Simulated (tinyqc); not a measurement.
Length of a polyene: Hueckel, PPP and singles CI along the polyenes. Computed by the program tinyqc. Hueckel uses the same beta without repulsion; CIS keeps all single excitations and so misses the low, doubly excited 2Ag state. W is the valence ionisation energy of a centre, MN the Mataga-Nishimoto formula, f the oscillator strength.

All-trans chains of carbon centres 1.40 angstrom apart:
```
parameter                               value
beta (eV), times 1 +/- alternation  -2.320000
alternation                          0.100000
W (eV)                              11.160000
gamma_rr (eV)                        9.850000
repulsion formula                        Ohno
```

Gaps and excitations (eV):
```
centres  Hueckel gap  PPP orbital gap  bright singlet (CIS)       f  lowest triplet (CIS)
2             5.1040          12.2180                6.4720  0.5549                3.7360
4             3.4266           9.8518                5.1377  1.0207                2.7586
6             2.6598           8.6703                4.3680  1.4191                2.2954
8             2.2271           7.9788                3.8804  1.7750                2.0500
10            1.9514           7.5349                3.5506  2.1009                1.9065
```

What does the comparison show, and why?

The Hueckel gap tends to 4 x alternation x |beta| = 0.93 eV for long chains. Exchange opens the PPP orbital gap, and the attraction of electron and hole brings the bright state 3.98 eV below it at 10 centres; the triplet lies 1.64 eV lower still.
